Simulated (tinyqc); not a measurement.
# MOS capacitor on an n-type substrate, surface potential from the exact charge relation: effect of the gate work function on threshold and swing

Uniform n-type substrate, Boltzmann statistics, full ionisation, classical densities. psi is the surface potential against the body (positive when the bands bend down) and u = -psi/Vt. Traps are spread evenly over the gap and neutral at flat band, so their charge is -q Dit psi; the minority quasi-Fermi level is shifted by Vb.

ni = sqrt(Nc Nv) exp(-Eg/(2 Vt)), Eg in volts; phiF = Vt ln(N/ni); Cox = eps0 eox/tox; Vfb = phiM - chi - Vt ln(Nc/N) - q Nf/Cox; VT = Vfb - [(2 phiF + Vb)(1 + q Dit/Cox) + sqrt(2 eps0 eps_r q N (2 phiF + Vb))/Cox]. gamma = sqrt(2 eps0 eps_r q N)/Cox; Wm = sqrt(2 eps0 eps_r (2 phiF + Vb)/(q N)); m = 1 + (eps0 eps_r/Wm + q Dit)/Cox; swing m Vt ln 10; Cmin/Cox = 1/(1 + Cox Wm/(eps0 eps_r)).

Inputs (values chosen for the exercise); band and dielectric values close to those of silicon:
- T = 400 K (temperature)
- Eg = 1.14 eV (band gap)
- eps_r = 11.8 (relative permittivity)
- Nc = 4.31e19 cm^-3 (conduction-band density of states at T)
- Nv = 4.11e19 cm^-3 (valence-band density of states at T)
- chi = 4.03 eV (electron affinity)
- N = 4.8e15 cm^-3 (donor density of the substrate)
- eox = 9.2 (relative permittivity of the gate insulator (close to aluminium oxide))
- tox = 13 nm (insulator thickness)
- Nf = 0 cm^-2 (fixed charge at the interface, in units of q)
- Dit = 0 cm^-2 eV^-1 (density of interface traps)
- Vb = 0 V (reverse bias of the inversion layer against the body)

Constants: q = 1.602176634e-19 C, kB = 1.380649e-23 J/K, Vt = kB T/q, eps0 = 8.8541878128e-14 F/cm where lengths are in cm. Results are converted to the units shown.

The same in every row: 2 phiF (V) = 0.5141; gamma (V^0.5) = 0.06398; Wm (nm) = 373.8; m = 1.045; swing (mV/decade) = 82.91; Cmin/Cox = 0.04271.

Effect of the gate work function on threshold and swing:
```
phiM (eV)  Vfb (V)    VT (V)
4.03       -0.3138   -0.8737
4.23       -0.1138   -0.6737
4.43       0.08624   -0.4737
4.63        0.2862   -0.2737
4.83        0.4862  -0.07375
5.03        0.6862    0.1263
5.23        0.8862    0.3263
```

As phiM goes from 4.03 to 5.23, VT rises from -0.874 to 0.326 V, the swing stays at 82.9 mV/decade and Cmin/Cox stays at 0.0427. The whole change of VT is that of Vfb: the curve shifts rigidly.

Computed by the program tinyqc: `OMP_NUM_THREADS=1 python tinyqc.py 2060152 2060153 out.jsonl`, one thread of a shared Intel Xeon 2.30GHz, about 0.01 s for the whole run.
